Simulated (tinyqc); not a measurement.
Pariser-Parr-Pople SCF with singles CI, for the molecule C=Cc1ccccc1 (SMILES; centres numbered as the heavy atoms are written), step by step. One step of it, computed by the program tinyqc.

Task: Iteration 2: Fock matrix. F_rr = H_rr + P_rr gamma_rr / 2 + sum_(s != r) P_ss gamma_rs; F_rs = H_rs - P_rs gamma_rs / 2; E = tr P (H + F) / 2 + core repulsion sum_(r<s) z_r z_s gamma_rs.

P after iteration 1, lower triangle:
```
           1C         2C         3C         4C         5C        6C        7C        8C
1C   1.000000
2C   0.930248   1.000000
3C   0.000000   0.363439   1.000000
4C  -0.223470   0.000000   0.620119   1.000000
5C   0.000000  -0.040346   0.000000   0.678162   1.000000
6C   0.172159   0.000000  -0.312145   0.000000   0.659363  1.000000
7C   0.000000  -0.030368   0.000000  -0.324976   0.000000  0.661942  1.000000
8C  -0.234649   0.000000   0.621232   0.000000  -0.322039  0.000000  0.674760  1.000000
```

core matrix H (eV), lower triangle:
```
            1C          2C          3C          4C          5C          6C          7C          8C
1C  -41.203506
2C   -2.390000  -47.362612
3C    0.000000   -2.390000  -54.210122
4C    0.000000    0.000000   -2.390000  -50.329386
5C    0.000000    0.000000    0.000000   -2.390000  -47.957686
6C    0.000000    0.000000    0.000000    0.000000   -2.390000  -47.459157
7C    0.000000    0.000000    0.000000    0.000000    0.000000   -2.390000  -48.361310
8C    0.000000    0.000000   -2.390000    0.000000    0.000000    0.000000   -2.390000  -51.322737
```

repulsion gamma_rs (eV), lower triangle:
```
           1C         2C         3C         4C         5C         6C         7C         8C
1C  11.130000
2C   7.554442  11.130000
3C   5.239560   7.553010  11.130000
4C   3.670975   5.240060   7.556581  11.130000
5C   2.869206   3.670163   5.240060   7.553010  11.130000
6C   2.763701   3.276624   4.668999   5.239840   7.555992  11.130000
7C   3.276624   3.669614   5.238699   4.668753   5.240168   7.554442  11.130000
8C   4.668999   5.238699   7.553212   5.240168   4.669089   5.239560   7.553010  11.130000
```

Centres (angstrom, eV; a flat drawing with bonds scaled to 1.40 angstrom):
```
centre          x          y  core charge z          W   gamma_rr
1C      -2.879000   0.438000              1  11.160000  11.130000
2C      -1.930000  -0.591000              1  11.160000  11.130000
3C      -0.564000  -0.283000              1  11.160000  11.130000
4C       0.385000  -1.311000              1  11.160000  11.130000
5C       1.751000  -1.003000              1  11.160000  11.130000
6C       2.167000   0.333000              1  11.160000  11.130000
7C       1.218000   1.362000              1  11.160000  11.130000
8C      -0.148000   1.054000              1  11.160000  11.130000
```

Give: F; pi energy.

Result:

F (eV), lower triangle:
```
        1C      2C      3C      4C      5C      6C      7C      8C
1C  -5.595
2C  -5.904  -5.595
3C   0.000  -3.763  -5.595
4C   0.410   0.000  -4.733  -5.595
5C   0.000   0.074   0.000  -4.951  -5.595
6C  -0.238   0.000   0.729   0.000  -4.881  -5.595
7C   0.000   0.056   0.000   0.759   0.000  -4.890  -5.595
8C   0.548   0.000  -4.736   0.000   0.752   0.000  -4.938  -5.595
```

pi energy = -106.334 eV
